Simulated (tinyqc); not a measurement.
An infinitely deep well in a field (quantum-confined Stark shift), Airy functions: one step of the calculation.

Hard walls at x = -L/2 and +L/2; between them U(x) = -F x (eV, zero at the centre). C = hbar^2/(2 m0), e = (C F^2/m1)^(1/3), z1 = (F L/2 - E)/e at the left wall and z2 = (-F L/2 - E)/e at the right wall. Levels are the roots of D(E) = Ai(z1) Bi(z2) - Ai(z2) Bi(z1).

Task. Stark shift. Exact shift E_n(F) - E_n(0), and the mean position <x> = -dE_n/dF. E_n(0) = C (n pi/L)^2/m1; second-order shift m1 F^2 L^4 (1 - 15/(pi n)^2)/(48 C pi^2 n^2).

Parameters, values chosen for the exercise:
```
symbol  value  unit       meaning
m1      0.068    m0          mass
L        12.8    nm    well width
F       0.014  V/nm         field
n           1        level sought
```

Constants: q = 1.602176634e-19 C, hbar = 1.054571817e-34 J s, m0 = 9.1093837015e-31 kg, hbar^2/(2 m0) = 0.0380998212 eV nm^2. Results are converted to the units shown.

Wanted: E_n; shift; <x>.

Result.

E_n = 0.02395 eV
shift = -9.797 meV
<x> = 1.335 nm

Numbers from tinyqc (`OMP_NUM_THREADS=1 python tinyqc.py 2580005 2580006 out.jsonl`; about 0.02 s on one thread of a shared Intel Xeon 2.30GHz).
